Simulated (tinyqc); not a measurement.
Comparisons within one model: quasiparticle equation with a plasmon-pole self-energy for two band edges. A value that a table varies takes the place of the one given here.

For each edge E = e + X + Sc(E), with the correlation part Sc(E) = A[0]/(E - a + w) + A[1]/(E - b - w); a and b are the valence and conduction energies that enter the Green function (a = ev, b = ec in the one-shot scheme). Z = 1/(1 - dSc/dE), dSc/dE = -A[0]/(E - a + w)^2 - A[1]/(E - b - w)^2.

Inputs chosen for the exercise (scales of the order of those of GaAs; shifted at random, so the results belong to these values and not to a real crystal): ev = 0 eV (mean-field valence top); ec = 0.51 eV (mean-field conduction edge); w = 13.8 eV (pole energy); Av = (23.5, 10.1) eV^2 (weights of the valence state on the hole and electron poles); Ac = (11.8, 23.9) eV^2 (the same for the conduction state); Xv = -1.62 eV (exchange minus the mean-field potential, valence); Xc = 1.46 eV (the same, conduction).

## Schemes compared

Z = 1; linearised; exact one-shot; energies updated in G (a, b); updated in G and W, where w grows by half of the opening of the gap (a rule chosen for the exercise).

Results (eV):
```
scheme               Ev     Ec    gap  opening
mean field        0.000  0.510  0.510    0.000
Z = 1            -0.623  1.063  1.686    1.176
linearised       -0.531  0.977  1.508    0.998
one-shot, exact  -0.530  0.976  1.506    0.996
update G         -0.574  1.005  1.579    1.069
update G and W   -0.615  1.043  1.658    1.148
```

What does this show?

The openings run from 0.996 (one-shot, exact) to 1.176 eV (Z = 1). Linearising moves the gap by 2 meV, updating G +73 meV and updating W a further +79 meV: once Z is kept, the level of self-consistency matters more than linearising.

## The starting point

The mean-field gap is opened by d (ev lowered by d/2, ec raised by d/2) and X is changed by the opposite amounts, so that e + X stays; one-shot and G-updated gaps.

Gaps (eV):
```
d    start  one-shot  update G
0.0  0.510    1.5059    1.5792
0.2  0.710    1.5200    1.5792
0.4  0.910    1.5339    1.5792
0.6  1.110    1.5477    1.5792
0.9  1.410    1.5681    1.5792
1.2  1.710    1.5882    1.5792
1.6  2.110    1.6144    1.5792
```

What does this show, and why?

The one-shot gap moves by a fraction 0.07 of any change of the starting gap, while the updated gap, 1.5792 eV, does not depend on it. The two agree where the start already equals the result, near d = 1.07 eV. A real change of starting point alters the orbitals and the screening too; this model holds both fixed.

## What each parameter does

Exact one-shot edges and Z of the valence state there. Each row changes one parameter from the base and keeps the others.

Results:
```
case                     Ev (eV)  Ec (eV)  gap (eV)       Z
base                     -0.5297   0.9762    1.5059  0.8480
w = 14.49 eV             -0.5790   1.0210    1.6000  0.8598
Xv = -1.72 eV            -0.6145   0.9762    1.5906  0.8471
Xc = 1.56 eV             -0.5297   1.0603    1.5900  0.8480
ec = 0.61 eV             -0.5259   1.0716    1.5975  0.8484
Av = (24.68, 10.1) eV^2  -0.4547   0.9762    1.4309  0.8439
Ac = (11.8, 25.1) eV^2   -0.5297   0.9008    1.4306  0.8480
```

What does this show?

The largest shifts from the base row, up to three for each result and ties (the steps differ in size, so this ranks the rows, not the parameters). Ev (eV): Xv -0.0848, Av +0.0750, w -0.0493; unchanged at the printed digits by Xc and Ac. Ec (eV): ec +0.0955, Xc +0.0841, Ac -0.0753; unchanged at the printed digits by Xv and Av. gap (eV): w +0.0942, ec +0.0916, Xv +0.0848. Z: w +0.0119, Av -0.0040, Xv -0.0009; unchanged at the printed digits by Xc and Ac.

tinyqc: `OMP_NUM_THREADS=1 python tinyqc.py 1880568 1880569 out.jsonl`; about 0.02 s, one thread, shared Intel(R) Xeon(R) Processor @ 2.30GHz.
